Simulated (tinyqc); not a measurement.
Worked calculation: geometry optimisation on the RHF/6-31g surface (energies and gradients from PySCF), for H3-, spin multiplicity 1. The basis has no diffuse functions, so it cannot describe the extra electron: this is an exercise in the method, not the real anion. Computed by tinyqc, a small Python program that keeps every step (integrals from PySCF). Settings: charge = -1, multiplicity = 1, basis = 6-31g, optimiser = bfgs, first Hessian = 1.0, largest step = 0.1, iteration cap = 30. Command: `OMP_NUM_THREADS=1 python tinyqc.py 22156 22157 out.jsonl` (the two numbers bound the seeds that draw the settings). One thread of a shared host (Intel(R) Xeon(R) Processor @ 2.60GHz), about 2 s of CPU time with the checks.

## Step 1: energy and gradient

positions at the start (bohr), order 1H, 2H, 3H:
```
[[-0.035905, 0.020787, 0.054802],
 [-0.030236, 0.001890, 1.585480],
 [0.000000, 0.496998, -1.441861]]
```

Self-consistent energy and analytic gradient at these positions.

energy = -1.50757335 hartree

gradient (hartree/bohr), order 1H, 2H, 3H:
```
[[-0.00006775, -0.00100432, 0.00481058],
 [0.00112356, 0.01852397, -0.11485589],
 [-0.00105582, -0.01751965, 0.11004530]]
```

## Step 1: move

Quasi-Newton step p = -H^(-1) g (first H = 1 times the unit matrix); steps longer than 0.1 bohr are cut back (factor 0.620 here).

positions after step 1 (bohr), order 1H, 2H, 3H:
```
[[-0.035863, 0.021410, 0.051817],
 [-0.030933, -0.009603, 1.656740],
 [0.000655, 0.507868, -1.510137]]
```

## Step 2: energy and gradient

As before.

energy = -1.52191851 hartree

gradient (hartree/bohr), order 1H, 2H, 3H:
```
[[-0.00045543, -0.00512579, 0.00180786],
 [0.00109446, 0.01684168, -0.08929725],
 [-0.00063904, -0.01171589, 0.08748940]]
```

## Step 2: move

inverse Hessian in use (bohr^2/hartree):
```
[[1.000010, 0.000131, -0.000348, -0.000089, -0.001461, 0.008871, 0.000079, 0.001330, -0.008523],
 [0.000131, 1.001641, -0.003753, -0.000998, -0.016236, 0.097940, 0.000867, 0.014595, -0.094187],
 [-0.000348, -0.003753, 0.998303, 0.000185, 0.002014, 0.000600, 0.000163, 0.001740, 0.001096],
 [-0.000089, -0.000998, 0.000185, 1.000179, 0.002709, -0.013743, -0.000090, -0.001711, 0.013558],
 [-0.001461, -0.016236, 0.002014, 0.002709, 1.040663, -0.201740, -0.001249, -0.024427, 0.199726],
 [0.008871, 0.097940, 0.000600, -0.013743, -0.201740, 1.938440, 0.004871, 0.103800, -0.939040],
 [0.000079, 0.000867, 0.000163, -0.000090, -0.001249, 0.004871, 1.000010, 0.000381, -0.005034],
 [0.001330, 0.014595, 0.001740, -0.001711, -0.024427, 0.103800, 0.000381, 1.009831, -0.105539],
 [-0.008523, -0.094187, 0.001096, 0.013558, 0.199726, -0.939040, -0.005034, -0.105539, 1.937944]]
```

Quasi-Newton step p = -H^(-1) g (the inverse Hessian comes from BFGS updates; coordinates in the order x, y, z of each atom); steps longer than 0.1 bohr are cut back (factor 0.268 here).

positions after step 2 (bohr), order 1H, 2H, 3H:
```
[[-0.035317, 0.027466, 0.051313],
 [-0.031893, -0.023926, 1.726592],
 [0.001069, 0.516135, -1.579483]]
```

## Step 3: energy and gradient

As before.

energy = -1.53312741 hartree

gradient (hartree/bohr), order 1H, 2H, 3H:
```
[[-0.00071208, -0.00787468, 0.00020206],
 [0.00102990, 0.01501007, -0.06829069],
 [-0.00031782, -0.00713539, 0.06808863]]
```

## Step 3: move

inverse Hessian in use (bohr^2/hartree):
```
[[1.000163, 0.001812, -0.000203, -0.000274, -0.004071, 0.019633, 0.000111, 0.002258, -0.019430],
 [0.001812, 1.020128, -0.002130, -0.003017, -0.044788, 0.215368, 0.001205, 0.024660, -0.213238],
 [-0.000203, -0.002130, 0.997905, -0.000148, -0.003089, 0.027300, 0.000351, 0.005219, -0.025205],
 [-0.000274, -0.003017, -0.000148, 1.000355, 0.005079, -0.021841, -0.000081, -0.002062, 0.021989],
 [-0.004071, -0.044788, -0.003089, 0.005079, 1.072302, -0.304435, -0.001009, -0.027514, 0.307524],
 [0.019633, 0.215368, 0.027300, -0.021841, -0.304435, 2.187612, 0.002207, 0.089067, -1.214913],
 [0.000111, 0.001205, 0.000351, -0.000081, -0.001009, 0.002207, 0.999970, -0.000196, -0.002558],
 [0.002258, 0.024660, 0.005219, -0.002062, -0.027514, 0.089067, -0.000196, 1.002853, -0.094286],
 [-0.019430, -0.213238, -0.025205, 0.021989, 0.307524, -1.214913, -0.002558, -0.094286, 2.240118]]
```

Quasi-Newton step p = -H^(-1) g (the inverse Hessian comes from BFGS updates; coordinates in the order x, y, z of each atom); steps longer than 0.1 bohr are cut back (factor 0.287 here).

positions after step 3 (bohr), order 1H, 2H, 3H:
```
[[-0.034321, 0.038411, 0.052303],
 [-0.033080, -0.040691, 1.795239],
 [0.001261, 0.521956, -1.649121]]
```

## Convergence

Stop when the largest gradient component is below 3e-5 hartree/bohr. The inverse Hessian follows the BFGS update with s = step, y = change of gradient.

Course of the optimisation:
```
step  E (hartree)  largest gradient (hartree/bohr)
1     -1.50757335                         1.15e-01
2     -1.52191851                         8.93e-02
3     -1.53312741                         6.83e-02
4     -1.54171016                         5.15e-02
5     -1.54807991                         3.72e-02
6     -1.55256802                         2.50e-02
7     -1.55544180                         1.44e-02
8     -1.55692160                         5.30e-03
9     -1.55723237                         3.11e-03
10    -1.55725210                         2.55e-03
11    -1.55728242                         1.79e-03
12    -1.55730879                         1.50e-03
13    -1.55732145                         9.01e-04
14    -1.55732500                         9.79e-04
15    -1.55732871                         1.13e-03
16    -1.55734761                         2.62e-03
17    -1.55736079                         9.23e-03
18    -1.55742469                         6.00e-03
19    -1.55754656                         6.65e-03
20    -1.55771674                         8.02e-03
21    -1.55792654                         9.09e-03
22    -1.55816246                         9.51e-03
23    -1.55841284                         9.80e-03
24    -1.55866924                         9.78e-03
25    -1.55892489                         9.88e-03
26    -1.55995922                         9.36e-03
27    -1.56091725                         8.26e-03
28    -1.56177553                         6.49e-03
29    -1.56242193                         5.76e-03
30    -1.56298103                         3.67e-03
```

Distances after the last move, whose energy is not in the table (angstrom):
```
pair   distance
2H-1H  0.792700
3H-1H  1.701647
3H-2H  2.494345
```

Not converged within 30 steps: the energy falls at every step, but slowly. Reruns: method bfgs, first Hessian 0.6, largest step 0.3: converged in 30 (E = -1.56388).
